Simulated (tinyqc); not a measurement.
Inside a calculation. Method: UHF in the sto-3g basis, for H6, spin multiplicity 1. This run ends on a higher stationary point, not on the lowest solution. One step of it, computed by the program tinyqc.

Question. Iteration 3: building the Fock matrix. J_ij = sum D_kl (ij|kl) with D = D(alpha) + D(beta), K_ij = sum D_kl (ik|jl) for each spin; F = H + J - K(s); E = tr D H + tr D J / 2 - 0.5 sum_s tr D(s) K(s) + E_nn.

D(alpha) after iteration 2, lower triangle:
```
           1H 1s      2H 1s      3H 1s      4H 1s     5H 1s     6H 1s
1H 1s   0.402576
2H 1s   0.347823   0.338779
3H 1s  -0.082612   0.054418   0.437024
4H 1s  -0.128859  -0.026414   0.325151   0.288320
5H 1s   0.018349  -0.013963  -0.054388   0.070278  0.369751
6H 1s   0.062584   0.001861  -0.143525  -0.012907  0.342281  0.339150
```

D(beta) after iteration 2, lower triangle:
```
           1H 1s      2H 1s      3H 1s      4H 1s     5H 1s     6H 1s
1H 1s   0.338894
2H 1s   0.342209   0.369814
3H 1s  -0.012985   0.070092   0.288280
4H 1s  -0.143312  -0.054358   0.325166   0.436965
5H 1s   0.001869  -0.013958  -0.026397   0.054558  0.339011
6H 1s   0.062563   0.018346  -0.129022  -0.082676  0.347912  0.402640
```

core Hamiltonian H = T + V (hartree), lower triangle:
```
           1H 1s      2H 1s      3H 1s      4H 1s      5H 1s      6H 1s
1H 1s  -1.409932
2H 1s  -0.738272  -1.682211
3H 1s  -0.079357  -0.571427  -1.789175
4H 1s  -0.006024  -0.082658  -0.822427  -1.789136
5H 1s  -0.000115  -0.003399  -0.082656  -0.571393  -1.681899
6H 1s  -0.000002  -0.000114  -0.006009  -0.079198  -0.737186  -1.409473
```

Two-electron integrals (ij|kl) in chemists' order, unique and non-zero (hartree):
```
(11|11) 0.774606   (21|11) 0.221360   (21|21) 0.087425   (22|11) 0.413766
(22|21) 0.221360   (22|22) 0.774606   (31|11) 0.013909   (31|21) 0.006387
(31|22) 0.019607   (31|31) 0.000596   (32|11) 0.075466   (32|21) 0.039944
(32|22) 0.147683   (32|31) 0.004637   (32|32) 0.042447   (33|11) 0.197851
(33|21) 0.098386   (33|22) 0.354470   (33|31) 0.013909   (33|32) 0.147683
(33|33) 0.774606   (41|11) 0.000655   (41|21) 0.000327   (41|22) 0.001123
(41|31) 0.000036   (41|32) 0.000318   (41|33) 0.001123   (41|41) 2.48e-06
(42|11) 0.007619   (42|21) 0.003860   (42|22) 0.013909   (42|31) 0.000481
(42|32) 0.004637   (42|33) 0.019607   (42|41) 0.000036   (42|42) 0.000596
(43|11) 0.061618   (43|21) 0.029086   (43|22) 0.098386   (43|31) 0.003860
(43|32) 0.039944   (43|33) 0.221360   (43|41) 0.000327   (43|42) 0.006387
(43|43) 0.087425   (44|11) 0.136070   (44|21) 0.061618   (44|22) 0.197851
(44|31) 0.007619   (44|32) 0.075466   (44|33) 0.413766   (44|41) 0.000655
(44|42) 0.013909   (44|43) 0.221360   (44|44) 0.774606   (51|11) 0.000007
(51|21) 3.52e-06   (51|22) 0.000012   (51|31) 4.52e-07   (51|32) 4.43e-06
(51|33) 0.000020   (51|41) 3.51e-08   (51|42) 5.91e-07   (51|43) 0.000006
(51|44) 0.000014   (52|11) 0.000205   (52|21) 0.000097   (52|22) 0.000328
(52|31) 0.000012   (52|32) 0.000124   (52|33) 0.000623   (52|41) 1.02e-06
(52|42) 0.000019   (52|43) 0.000243   (52|44) 0.000623   (52|51) 1.93e-08
(52|52) 7.12e-07   (53|11) 0.004747   (53|21) 0.002151   (53|22) 0.006917
(53|31) 0.000266   (53|32) 0.002621   (53|33) 0.013909   (53|41) 0.000022
(53|42) 0.000442   (53|43) 0.006387   (53|44) 0.019607   (53|51) 4.52e-07
(53|52) 0.000019   (53|53) 0.000596   (54|11) 0.031341   (54|21) 0.013783
(54|22) 0.042704   (54|31) 0.001608   (54|32) 0.015097   (54|33) 0.075466
(54|41) 0.000131   (54|42) 0.002621   (54|43) 0.039944   (54|44) 0.147683
(54|51) 2.68e-06   (54|52) 0.000124   (54|53) 0.004637   (54|54) 0.042447
(55|11) 0.098949   (55|21) 0.042504   (55|22) 0.128037   (55|31) 0.004747
(55|32) 0.042704   (55|33) 0.197851   (55|41) 0.000370   (55|42) 0.006917
(55|43) 0.098386   (55|44) 0.354470   (55|51) 0.000007   (55|52) 0.000328
(55|53) 0.013909   (55|54) 0.147683   (55|55) 0.774606   (61|11) 7.29e-08
(61|21) 3.42e-08   (61|22) 1.15e-07   (61|32) 4.41e-08   (61|33) 2.26e-07
(61|42) 6.83e-09   (61|43) 8.88e-08   (61|44) 2.26e-07   (61|53) 6.84e-09
(61|54) 4.42e-08   (61|55) 1.15e-07   (62|11) 4.90e-06   (62|21) 2.22e-06
(62|22) 0.000007   (62|31) 2.73e-07   (62|32) 2.67e-06   (62|33) 0.000014
(62|41) 2.28e-08   (62|42) 4.50e-07   (62|43) 0.000006   (62|44) 0.000020
(62|52) 1.92e-08   (62|53) 5.89e-07   (62|54) 4.41e-06   (62|55) 0.000012
(63|11) 0.000270   (63|21) 0.000119   (63|22) 0.000369   (63|31) 0.000014
(63|32) 0.000131   (63|33) 0.000653   (63|41) 1.13e-06   (63|42) 0.000022
(63|43) 0.000327   (63|44) 0.001120   (63|51) 2.28e-08   (63|52) 1.02e-06
(63|53) 0.000036   (63|54) 0.000318   (63|55) 0.001120   (63|62) 3.49e-08
(63|63) 2.47e-06   (64|11) 0.003614   (64|21) 0.001561   (64|22) 0.004737
(64|31) 0.000176   (64|32) 0.001605   (64|33) 0.007603   (64|41) 0.000014
(64|42) 0.000265   (64|43) 0.003852   (64|44) 0.013878   (64|51) 2.73e-07
(64|52) 0.000012   (64|53) 0.000480   (64|54) 0.004628   (64|55) 0.019568
(64|62) 4.49e-07   (64|63) 0.000036   (64|64) 0.000593   (65|11) 0.033746
(65|21) 0.014306   (65|22) 0.042445   (65|31) 0.001562   (65|32) 0.013763
(65|33) 0.061529   (65|41) 0.000119   (65|42) 0.002147   (65|43) 0.029043
(65|44) 0.098236   (65|51) 2.22e-06   (65|52) 0.000097   (65|53) 0.003854
(65|54) 0.039881   (65|55) 0.221003   (65|61) 3.42e-08   (65|62) 3.51e-06
(65|63) 0.000326   (65|64) 0.006365   (65|65) 0.087176   (66|11) 0.080618
(66|21) 0.033787   (66|22) 0.098930   (66|31) 0.003621   (66|32) 0.031334
(66|33) 0.136035   (66|41) 0.000271   (66|42) 0.004746   (66|43) 0.061599
(66|44) 0.197778   (66|51) 4.91e-06   (66|52) 0.000205   (66|53) 0.007616
(66|54) 0.075428   (66|55) 0.413494   (66|61) 7.29e-08   (66|62) 0.000007
(66|63) 0.000653   (66|64) 0.013878   (66|65) 0.221003   (66|66) 0.774606
```

nuclear repulsion = 3.50180376 hartree

Give: Coulomb J; exchange K(alpha); exchange K(beta); F(alpha); F(beta); total energy of this density.

Answer.

Coulomb J (hartree), lower triangle:
```
        1H 1s   2H 1s   3H 1s   4H 1s   5H 1s   6H 1s
1H 1s  1.6926
2H 1s  0.6811  1.9510
3H 1s  0.0631  0.5138  2.0546
4H 1s  0.0042  0.0663  0.7619  2.0546
5H 1s  0.0001  0.0023  0.0663  0.5137  1.9508
6H 1s  0.0000  0.0001  0.0042  0.0630  0.6801  1.6922
```

exchange K(alpha) (hartree), lower triangle:
```
         1H 1s    2H 1s    3H 1s   4H 1s   5H 1s   6H 1s
1H 1s   0.4939
2H 1s   0.3361   0.4811
3H 1s   0.0359   0.1654   0.5356
4H 1s  -0.0133   0.0436   0.3254  0.4394
5H 1s  -0.0010   0.0007   0.0376  0.1584  0.4999
6H 1s   0.0045  -0.0027  -0.0132  0.0474  0.3314  0.4467
```

exchange K(beta) (hartree), lower triangle:
```
         1H 1s    2H 1s    3H 1s   4H 1s   5H 1s   6H 1s
1H 1s   0.4468
2H 1s   0.3317   0.5001
3H 1s   0.0475   0.1584   0.4393
4H 1s  -0.0132   0.0376   0.3254  0.5356
5H 1s  -0.0027   0.0007   0.0436  0.1655  0.4810
6H 1s   0.0045  -0.0010  -0.0134  0.0359  0.3357  0.4937
```

F(alpha) (hartree), lower triangle:
```
         1H 1s    2H 1s    3H 1s    4H 1s    5H 1s    6H 1s
1H 1s  -0.2112
2H 1s  -0.3932  -0.2122
3H 1s  -0.0522  -0.2231  -0.2701
4H 1s   0.0115  -0.0600  -0.3859  -0.1739
5H 1s   0.0009  -0.0018  -0.0540  -0.2161  -0.2310
6H 1s  -0.0045   0.0027   0.0113  -0.0636  -0.3885  -0.1640
```

F(beta) (hartree), lower triangle:
```
         1H 1s    2H 1s    3H 1s    4H 1s    5H 1s    6H 1s
1H 1s  -0.1641
2H 1s  -0.3889  -0.2313
3H 1s  -0.0637  -0.2161  -0.1739
4H 1s   0.0113  -0.0539  -0.3859  -0.2701
5H 1s   0.0027  -0.0018  -0.0600  -0.2231  -0.2121
6H 1s  -0.0045   0.0009   0.0115  -0.0521  -0.3928  -0.2109
```

total energy of this density = -2.995675 hartree
